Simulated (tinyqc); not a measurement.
Self-consistent Fermi level with native defects, at growth and after a quench: one step, computed by the program tinyqc. Command: `OMP_NUM_THREADS=1 python tinyqc.py 3022005 3022006 out.jsonl scfermi walk`. One thread of a shared host (Intel(R) Xeon(R) Processor @ 2.30GHz), about 0.07 s of CPU time with the checks.

Energies are counted from the top of the valence band (VBM); when the gap shrinks with temperature the conduction band moves and the levels stay. D and A draw on one reservoir with opposite signs, as the two vacancies of a compound do.

Problem. After the quench to T. E_g(T) = E_g - slope x max(0, T - 300 K). N_c = 2 M_c (2 pi m_e k_B T/h^2)^(3/2) and N_v = 2 (2 pi m_h k_B T/h^2)^(3/2), masses in units of m_0. n = N_c F_1/2((E_F - E_g)/k_B T), p = N_v F_1/2(-E_F/k_B T). F_1/2(eta) = (2/sqrt(pi)) int_0^infinity sqrt(x)/(1 + exp(x - eta)) dx, by the trapezoid rule in t = sqrt(x) with step 0.02 up to t = 12 (for eta < -12 by exp(eta) - exp(2 eta)/2^(3/2)). After a quench the totals of D and A stay as grown, and each is shared among its charge states with weights exp(-(E_f(q, 0) + q E_F)/k_B T). Net charge = p - n + sum q c_q; the log ratio is ln(positive charge/negative charge). E_F is the root of the log ratio, by 50 bisections between -0.5 eV and E_g + 0.5 eV.

Inputs (values chosen for the exercise, for a model semiconductor): gap E_g at 300 K = 1.59 eV; slope -dE_g/dT above 300 K = 0.0004 eV/K; electron mass m_e = 0.0523 m_0; valleys M_c = 1; hole mass m_h = 0.541 m_0; growth temperature T_g = 1080 K; temperature of use T = 300 K.

Added shallow dopant: none.

total D = 4.652711e+16 cm^-3

total A = 1.998751e+16 cm^-3

E_f(q, E_F = 0) (eV): D(+1) 0.443, D(0) 1.593, A(0) 2.102, A(-1) 2.525, A(-2) 2.954, A(-3) 3.631

Constants: m_0 = 9.1093837015e-31 kg; k_B = 1.380649e-23 J/K; h = 6.62607015e-34 J s; k_B = 8.617333262e-05 eV/K.

Give: E_F after the quench; n after the quench; p after the quench; Frozen defects.

Solution.

E_F after the quench = 0.658 eV

n after the quench = 67.3 cm^-3

p after the quench = 8.67e+07 cm^-3

Frozen defects:
```
state  c (cm^-3)  share of its total
D(+1)   4.65e+16            1.00e+00
D(0)    2.57e+08            5.52e-09
A(0)    2.08e+08            1.04e-08
A(-1)   1.88e+12            9.39e-05
A(-2)   1.34e+16            6.72e-01
A(-3)   6.55e+15            3.28e-01
```
